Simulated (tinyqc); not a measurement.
From binding energy back to in-plane hole mass m_h: donor or exciton in a quantum well (variational effective-mass method). Computed by tinyqc, a small Python program. Command: `OMP_NUM_THREADS=1 python tinyqc.py 3002989 3002990 out.jsonl welldonor inv`. One thread of a shared host (Intel(R) Xeon(R) Processor @ 2.30GHz), about 0.09 s of CPU time with the checks.

Electron and hole in their lowest subbands f(z) = cos(pi z/L); relative in-plane motion exp(-rho/lambda) (separable trial function), H = -nabla_rho^2 - 2/sqrt(rho^2 + (z_e - z_h)^2) in effective units. Mass and screening are the same in well and barrier; l = L/a* is the width in effective units. Bands are flat: no polarisation or applied field.

Inputs (values chosen for the exercise, modelled on beta-Ga2O3): electron mass m = 0.273 m_0; dielectric constant eps = 10.4; well width L = 3.9 nm.

Centre: exciton. Barriers: infinite.

Constants: Ry = 13.605693123 eV; a_0 = 0.529177210903 angstrom.

Method:
- mu = m m_h/(m + m_h) takes the place of m; Ry* = Ry m/eps^2, a* = a_0 eps/m; l = L/a*.
- k = pi/l; f = cos(k z) inside and zero outside.
- Binding E_b(lambda) = -1/lambda^2 + (8/lambda^2) int_0^l P(z) g(z) dz, with P(z) = (2/l) [(1 - z/l)(1 + cos(2 pi z/l)/2) + (3/(4 pi)) sin(2 pi z/l)] the distribution of |z_e - z_h| and g(z) = int_z^infinity exp(-2 sqrt(r^2 - z^2)/lambda) dr = int_0^infinity exp(-2 rho/lambda) rho/sqrt(rho^2 + z^2) d rho; 40 Gauss-Legendre points in z and 40 in t with rho = lambda t/(1 - t).
- Golden-section search for the maximum over lambda from 0.3 to 4, 40 steps.

Problem. A run gave the result below. Find the in-plane hole mass m_h, known to lie between 0.75 and 1.7 m_0.

binding energy = 48.98958 meV

Solution.

Each step takes the trial c = (a f_b - b f_a)/(f_b - f_a), f being the result less the target and a, b, c the logarithms of the listed values; c replaces end b, the old b replaces a if the sign of f changed, and otherwise f_a is halved.

Scan of the range:
```
in-plane hole mass m_h (m_0)  binding energy (meV)
0.750                                      45.3099
0.860                                      46.2339
0.985                                      47.0700
1.130                                      47.8384
1.290                                      48.5093
1.480                                      49.1373
1.700                                      49.7052
```

False position (Illinois rule, in the logarithm of the input) inside the bracket:
```
step    end a    end b    trial  binding energy (meV)
1     1.29000  1.48000  1.43293               48.9956
2     1.29000  1.43293  1.42927               48.9842
3     1.43293  1.42927  1.43100               48.9896
4     1.42927  1.43100  1.43100               48.9896
```

Binding energy rises at every point of a 13-point scan of the range (every second point is shown), so one value fits; it is bracketed by 1.29 and 1.48. Answer: in-plane hole mass m_h = 1.431 m_0.
